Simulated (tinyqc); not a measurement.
# Worked calculation: current crowding under a contact, resistor ladder against the transmission-line model

tinyqc, about 0.01 s, one thread, Intel Xeon 2.30GHz (shared host): `OMP_NUM_THREADS=1 python tinyqc.py 2760040 2760041 out.jsonl` Printed values are rounded.

A metal contact of length d and width W on a thin layer of the same width. The metal has no resistance, the sheet resistance under it equals Rsh, and current enters the layer at the front edge x = 0.

Inputs (values chosen for the exercise):
- Rsh = 1600 ohm/sq (sheet resistance of the semiconductor layer)
- rc = 2e-5 ohm cm^2 (specific contact resistivity)
- d = 0.2 um (contact length)
- W = 12 um (contact width)
- n = 5 (cells)
- I = 2 mA (current)

## Conductances of the ladder

Cut the contact into n cells of length hc = d/n. Neighbouring cell centres are joined by a = W/(Rsh hc), each centre joins the metal (0 V) by g = W hc/rc, and I enters cell 1 through half a cell: -a v_(i-1) + b_i v_i - a v_(i+1) = I for i = 1 and 0 otherwise, b_i = g + 2 a (g + a at both ends). Rc = v_1/I + 1/(2 a).

a = 0.1875 S
g = 0.00024 S
b_i, cell 1 to 5 (S): [0.187740, 0.375240, 0.375240, 0.375240, 0.187740]

## Voltages and the share of the current

Cut the contact into n cells of length hc = d/n. Neighbouring cell centres are joined by a = W/(Rsh hc), each centre joins the metal (0 V) by g = W hc/rc, and I enters cell 1 through half a cell: -a v_(i-1) + b_i v_i - a v_(i+1) = I for i = 1 and 0 otherwise, b_i = g + 2 a (g + a at both ends). Rc = v_1/I + 1/(2 a). Cell i passes g v_i to the metal.

```
cell,v_i (mV),share of the current (%)
1,1679.43,20.1532
2,1670.91,20.0510
3,1664.54,19.9744
4,1660.29,19.9235
5,1658.17,19.8980
```

Rc of the ladder = 842.382 ohm

The first cell passes 20.2 % of the current and the last 19.9 %; an even spread would give 20.0 % each.

## The transmission-line result

Transfer length Lt = sqrt(rc/Rsh); front resistance Rc = (Rsh Lt/W) coth(d/Lt); end resistance Re = (Rsh Lt/W)/sinh(d/Lt). v(x) = I (Rsh Lt/W) cosh((d - x)/Lt)/sinh(d/Lt) at the cell centres x = (i - 1/2) d/n.

Lt = 1.11803 um
Rc = 842.203 ohm
Re = 828.905 ohm
v(x), cell 1 to 5 (mV): [1679.34, 1670.83, 1664.45, 1660.20, 1658.08]

The ladder's Rc is 0.021 % above this value, with cells 0.036 Lt long.
